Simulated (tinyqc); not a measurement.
Worked calculation: Hubbard ring of 4 sites. Computed by tinyqc, a small Python program that keeps every step. Settings: hopping = 1.33, U = 9.8, mixing = 0.2, iteration cap = 74. Command: `OMP_NUM_THREADS=1 python tinyqc.py 21198 21199 out.jsonl` (the two numbers bound the seeds that draw the settings). One thread of a shared host (Intel(R) Xeon(R) Processor @ 2.60GHz), about 0.2 s of CPU time with the checks. Later iterations appear only in the table of the cycle.

## Mean-field iteration 1

one-body matrix (hopping and site energies) (eV):
```
           1          2          3          4
1   0.840000  -1.330000   0.000000  -1.330000
2  -1.330000   0.440000  -1.330000   0.000000
3   0.000000  -1.330000   0.470000  -1.330000
4  -1.330000   0.000000  -1.330000  -0.580000
```

U = 9.800000 eV

electrons, up and down: 3  2

mixing = 0.200000

n(up) at the start (a guess, not normalised): 1 1.000000, 2 0.450000, 3 1.000000, 4 0.450000

n(down) at the start (a guess): 1 0.200000, 2 0.800000, 3 0.200000, 4 0.800000

H(up) = T + U n(down), H(down) = T + U n(up); fill the lowest levels; n(new) = n + mixing (n(out) - n); E = tr T (rho up + rho down) + U sum n_up n_down of the output.

levels, up (eV): 1.457235  2.639154  7.605785  9.067826

levels, down (eV): 3.151678  4.528065  10.426462  11.483795

energy = 8.940024 eV

n(up) after iteration 1: 1 0.986405, 2 0.413533, 3 0.987878, 4 0.532184

n(down) after iteration 1: 1 0.171794, 2 0.825768, 3 0.173110, 4 0.829328

## Mean-field iteration 2

As before.

levels, up (eV): 1.265498  2.369894  7.872519  9.262089

levels, down (eV): 3.519367  4.568147  10.303862  11.394624

energy = 8.836378 eV

n(up) after iteration 2: 1 0.977234, 2 0.380629, 3 0.979580, 4 0.598557

n(down) after iteration 2: 1 0.150022, 2 0.847614, 3 0.152462, 4 0.849903

## Mean-field iteration 3

As before.

levels, up (eV): 1.111600  2.162214  8.066920  9.429266

levels, down (eV): 3.444262  4.930629  10.220657  11.347252

energy = 8.754860 eV

n(up) after iteration 3: 1 0.971143, 2 0.350286, 3 0.973983, 4 0.653389

n(down) after iteration 3: 1 0.133522, 2 0.866220, 3 0.137012, 4 0.863246

## Convergence

Each step fills the lowest levels of T + U n(other spin) and sets n(new) = n + mixing (n(out) - n); stop when output and input agree to 1e-8.

Course of the cycle:
```
iteration      E (eV)  largest |n(out) - n(in)|  mean |n_up - n_down|
1          8.94002398                  4.11e-01              0.623446
2          8.83637841                  3.32e-01              0.627070
3          8.75485962                  2.74e-01              0.627818
4          8.68650041                  2.32e-01              0.626584
5          8.62673027                  2.00e-01              0.632381
6          8.57379935                  1.75e-01              0.644692
7          8.52738540                  1.54e-01              0.655638
8          8.48758615                  1.35e-01              0.665000
9          8.45437226                  1.17e-01              0.672783
10         8.42740152                  1.02e-01              0.679128
11         8.40604524                  8.76e-02              0.684236
...               ...                       ...                   ...
64         8.34196320                  5.80e-05              0.704346
65         8.34196320                  4.96e-05              0.704346
66         8.34196320                  4.24e-05              0.704346
67         8.34196320                  3.62e-05              0.704346
68         8.34196320                  3.10e-05              0.704347
69         8.34196319                  2.65e-05              0.704347
70         8.34196319                  2.26e-05              0.704347
71         8.34196319                  1.93e-05              0.704347
72         8.34196319                  1.65e-05              0.704347
73         8.34196319                  1.41e-05              0.704347
74         8.34196319                  1.21e-05              0.704347
```

Not converged within 74 iterations: the residual falls steadily but slowly, by a factor of about 0.85 a step. The lowest mean-field energy found from random starts is 8.34196 eV. Reruns (cap 100 unless said): mixing 0.5: converged in 44 (E = 8.34196); mixing 0.9: converged in 21 (E = 8.34196); the original settings with a cap of 400: converged in 122 (E = 8.34196).

## Exact diagonalisation (24 states)

Lowest levels of the sector, and the double occupancy of the lowest state.

lowest levels (eV): 7.871602  8.123812  8.510937  9.487406  9.530270  10.923924

double occupancy per site = 0.271058

## The lowest level by Lanczos steps

From a random start vector (not printed): a_j = <q_j|H|q_j>, b_j = norm of the remainder after orthogonalising; the Ritz value is the lowest eigenvalue of the tridiagonal matrix of a and b so far.

Lanczos:
```
j    a_j (eV)  b_j (eV)  lowest Ritz value (eV)
1   15.479397  5.994559             15.47939697
2   15.894418  3.690158              9.68875786
3   16.361055  4.999130              8.75754351
4   16.983814  2.835037              8.28392125
5   18.241016  5.040021              8.22082542
6   16.345084  5.000303              8.18780521
7   16.105558  4.549609              8.14355431
8   16.142255  2.920370              8.04736561
9   18.045339  4.404307              8.01258748
10  13.629859  3.978749              7.98571938
```
